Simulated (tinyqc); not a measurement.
Worked calculation: Lorentz oscillators and the Kramers-Kronig relations. Values are carried at full precision from step to step, so a last printed digit may differ when a step is redone from the rounded ones.

eps(E) = 1 + sum_j S_j/(E0_j^2 - E^2 - i G_j E).

Constants: hbar c = 1973.269805 eV angstrom; hbar^2/2m0 = 3.80998211 eV angstrom^2; e^2/(4 pi eps0) = 14.39964547 eV angstrom.

Inputs chosen for the exercise:
- E0 = (4.41, 5.43) eV (resonances)
- G = (0.52, 0.99) eV (widths)
- S = (92.3, 64.8) eV^2 (strengths)
- E = 6.27 eV (photon energy)
- h = 0.2 eV (grid step)
- M = 30 (grid points E_j = j h)
- i = 5 (grid index at which eps1 is wanted)

## Dielectric function at one energy

Evaluate each oscillator and the sum.

terms: -4.5245+0.7426i  -4.7132+2.9769i

eps(E) = -8.2378+3.7195i
eps(0) = 7.9437

## Optical constants

n + i k = sqrt(eps1 + i eps2) with k >= 0; R = ((n - 1)^2 + k^2)/((n + 1)^2 + k^2) at normal incidence from vacuum; alpha = 2 E k/(hbar c), times 1e8 for 1/cm; loss function Im(-1/eps) = eps2/(eps1^2 + eps2^2).

Convert eps at the photon energy E into the optical constants.

n = 0.6328
k = 2.9391
R = 0.7761
alpha = 1.87e+06 1/cm
loss function = 0.0455
vacuum wavelength hc/E (hc = 1239.841984 eV nm) = 197.7 nm

The intensity falls to 1/e within 5.35 nm. eps1 is negative, so k exceeds n, as in a metal below its plasma energy; R is 0.78.

## Absorptive part on the grid

Tabulate eps2 at E_j = j h.

eps2(E_j), j = 1 .. M: 0.0403  0.0814  0.1244  0.1701  0.2199  0.2751  0.3376  0.4097  0.4946  0.5968  0.7224  0.8805  1.0853  1.3591  1.7394  2.2938  3.1529  4.5973  7.3059  13.1384  26.7851  42.6046  28.7945  16.8443  13.5744  14.1135  14.6125  12.2759  8.7292  5.9670

## eps1 at one grid point

Kramers-Kronig: eps1(E) = 1 + (2/pi) P integral_0^infinity E1 eps2(E1)/(E1^2 - E^2) dE1. Maclaurin rule on the grid E_j = j h, j = 1 .. M: eps1(E_i) = 1 + (4 h/pi) sum over j with j - i odd of E_j eps2(E_j)/(E_j^2 - E_i^2); nothing is added above E_M.

List the terms E_j eps2_j/(E_j^2 - E_i^2) for j - i odd, add them and form eps1.

terms in order of j (1/eV): -0.0388  -0.3781  0.7503  0.4202  0.3979  0.4440  0.5564  0.7944  1.3838  3.5036  10.2103  3.6685  2.8184  2.2643  1.0229

sum = 27.818 1/eV
eps1(E_i) = 8.084

The oscillator formula gives 8.271 at E_i = 1 eV. The rule samples every 2h = 0.4 eV against a narrowest width of 0.52 eV and stops at 6 eV; coarse sampling and the missing tail make the difference.

## The f-sum on the grid

W(E_M) = (2/pi) h sum_j E_j eps2_j, with half weight on the last point; the full integral equals sum S_j = (hbar omega_p)^2, and the electron density follows from (hbar omega_p)^2 = 8 pi c (e^2/(4 pi eps0)) N with c = hbar^2/2m0.

W(E_M) = 127.99 eV^2
sum S = 157.10 eV^2
share reached on this grid (a step near the line widths can inflate it) = 0.815
hbar omega_p = 12.534 eV
N = 1.14e+23 1/cm^3

## Checks

- The value of eps1 at 6.283 eV from a fine, long grid (with the tail of eps2 ~ 1/E^3 added) against the oscillator formula: both -8.16.

Program tinyqc; command `OMP_NUM_THREADS=1 python tinyqc.py 1682723 1682724 out.jsonl`; about 0.1 s on one thread of a shared Intel(R) Xeon(R) Processor @ 2.30GHz.
